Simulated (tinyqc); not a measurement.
Square lattice in a magnetic field (Harper-Hofstadter model), step by step. Values are carried at full precision from step to step, so a last printed digit may differ when a step is redone from the rounded ones.

Constants: h/e = 413566.7697 T angstrom^2.

Parameters, chosen for this exercise:
- p = 5 (flux per plaquette p/q, in units of h/e)
- q = 8
- a = 1000 angstrom (period)
- tx = 0.8 meV (hopping along x)
- ty = 0.8 meV (hopping along y)
- k = (0.344, 0.205) (kx, ky)

## The field behind the flux

B = (p/q)(h/e)/a^2, and the field for one flux quantum a cell.

B = 0.2585 T
field for one quantum = 0.4136 T

## The Harper matrix

Landau gauge, lattice period 1: the magnetic cell has q sites j = 0 to q - 1 along x. H_jj = -2 ty cos(ky + 2 pi p j/q), H_(j,j+1) = -tx, and the bond from q - 1 back to 0 is H_(q-1,0) = -tx exp(i q kx). The levels depend on k only through cos(q kx) and cos(q ky), so the band edges lie at (0, 0) and (pi/q, pi/q).

Fill it in at the given k.

H(k) (meV), rows 0, 1, 2, 3, 4, 5, 6, 7 and columns alike:
```
[[-1.5665, -0.8000, 0, 0, 0, 0, 0, 0.7401+0.3038i],
 [-0.8000, 0.8774, -0.8000, 0, 0, 0, 0, 0],
 [0, -0.8000, 0.3257, -0.8000, 0, 0, 0, 0],
 [0, 0, -0.8000, -1.3380, -0.8000, 0, 0, 0],
 [0, 0, 0, -0.8000, 1.5665, -0.8000, 0, 0],
 [0, 0, 0, 0, -0.8000, -0.8774, -0.8000, 0],
 [0, 0, 0, 0, 0, -0.8000, -0.3257, -0.8000],
 [0.7401-0.3038i, 0, 0, 0, 0, 0, -0.8000, 1.3380]]
```

## Levels at that k

Diagonalise; the trace is a check.

levels (meV): [-2.0517, -1.9135, -1.5302, -0.1669, 0.1669, 1.5302, 1.9135, 2.0517]

trace = 0.0000 meV

## Band edges

Diagonalise at (0, 0) and (pi/q, pi/q).

Bands (meV):
```
band   bottom      top   width  gap above
1     -2.0905  -2.0255  0.0650     0.0724
2     -1.9531  -1.8193  0.1338     0.2193
3     -1.6000  -1.5117  0.0883     1.3179
4     -0.1937   0.0000  0.1937     0.0000
5      0.0000   0.1937  0.1937     1.3179
6      1.5117   1.6000  0.0883     0.2193
7      1.8193   1.9531  0.1338     0.0724
8      2.0255   2.0905  0.0650          -
```

The bands cover 0.962 meV of the zero-field width 4 (tx + ty) = 6.4 meV. For even q the two middle bands touch at E = 0.

## Hall conductance of the gaps

Gap r (r bands filled) has sigma_xy = t_r e^2/h in size and relative sign, where r = q s_r + p t_r with integers and |t_r| <= q/2; the Chern number of band r is t_r - t_(r-1), with t_0 = t_q = 0. The closed middle gap of even q has no unique t and is marked by a dash, as are the two bands that touch.

Integers:
```
r  t_r  s_r  Chern number of band r
1   -3    2                      -3
2    2   -1                       5
3   -1    1                      -3
4    -    -                       -
5    1    0                       -
6   -2    2                      -3
7    3   -1                       5
8    0    1                      -3
```

The first gap carries t = -3; a single Landau level would carry 1.

## Checks

- Size of the Chern number of band 1 from plaquette phases against the integer equation: both 3.00.

Run: tinyqc, `OMP_NUM_THREADS=1 python tinyqc.py 1282266 1282267 out.jsonl`; Intel(R) Xeon(R) Processor @ 2.30GHz, one thread, shared host; about 0.07 s of CPU time with all checks.
